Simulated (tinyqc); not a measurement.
Raising the surface concentration at fixed length: sheet resistance of a shallow doped layer with concentration-dependent mobility and limited activation. Computed by tinyqc, a small Python program. Command: `OMP_NUM_THREADS=1 python tinyqc.py 3002541 3002542 out.jsonl irvin walk`. One thread of a shared host (Intel(R) Xeon(R) Processor @ 2.30GHz), about 0.02 s of CPU time with the checks.

A layer of one dopant lies in a background of the opposite type. Current flows parallel to the surface down to the junction; depletion is ignored.

Inputs (values chosen for the exercise, modelled on arsenic in silicon): surface concentration C_s = 1.3e+21 1/cm^3; length l = 86 nm; background C_B = 1.6e+15 1/cm^3; mobility floor mu_min = 51.9 cm^2/(V s); mobility mu_max = 1420 cm^2/(V s); reference density N_r = 9.39e+16 1/cm^3; exponent alpha = 0.673; prefactor of the active limit = 2e+22 1/cm^3; energy of the active limit = 0.471 eV; anneal temperature T = 750 C.

Profile: Gaussian.

Constants: k_B = 8.617333262e-05 eV/K; e = 1.602176634e-19 C.

Method:
- C(x) = C_s exp(-x^2/(2 l^2)).
- Temperatures in kelvin are T(C) + 273.15.
- Active limit C_a = prefactor x exp(-energy/(k_B T)); the junction lies where C = C_B, and the profile exceeds C_a down to x_a (zero if C_s is below C_a). Slope at the junction in nm per decade = ln(10) C/|dC/dx|.
- Active density N = min(C, C_a); carriers n = N - C_B; mobility mu = mu_min + (mu_max - mu_min)/(1 + ((N + C_B)/N_r)^alpha).
- Integrals from 0 to x_j, where C = C_B (Gauss-Legendre, 60 points on each smooth piece; 1 nm = 1e-7 cm): dose int C dx, carriers int n dx, mean mobility int n mu dx/int n dx, R_s = 1/(e int n mu dx).
- The last column drops the active limit.

active limit C_a = 9.57201e+19 1/cm^3

Layers:
```
C_s (1/cm^3)  x_j (nm)  dose (1/cm^2)  mean mu (cm^2/(V s))  R_s (ohm/square)  R_s if all active
1.00e+18        308.59     1.0775e+13                363.51            1600.9         1.6009e+03
3.00e+18        333.88     3.2332e+13                227.24             850.9         8.5093e+02
1.00e+19        359.57     1.0778e+14                139.09             416.6         4.1655e+02
3.00e+19        381.49     3.2335e+14                 96.20             200.7         2.0068e+02
1.00e+20        404.16     1.0778e+15                 72.56              80.4         7.9936e+01
2.00e+20        416.65     2.1557e+15                 69.37              60.6         4.4548e+01
5.00e+20        432.61     5.3892e+15                 67.89              49.2         1.9604e+01
1.00e+21        444.30     1.0778e+16                 67.29              44.0         1.0260e+01
2.00e+21        455.70     2.1557e+16                 66.89              40.1         5.2869e+00
```

What follows from these numbers?

R_s falls as C_s^-0.58 between the first rows and as C_s^-0.13 between the last. Below C_a = 9.6e19 the exponent is set by the mobility, which drops from 364 towards mu_min. Above C_a extra dose only widens the clipped region: in the last row R_s is 7.59 times the fully active value. Caution: in rows with more than about 2e20 active atoms per cm^3 measured mobilities fall further than this form.
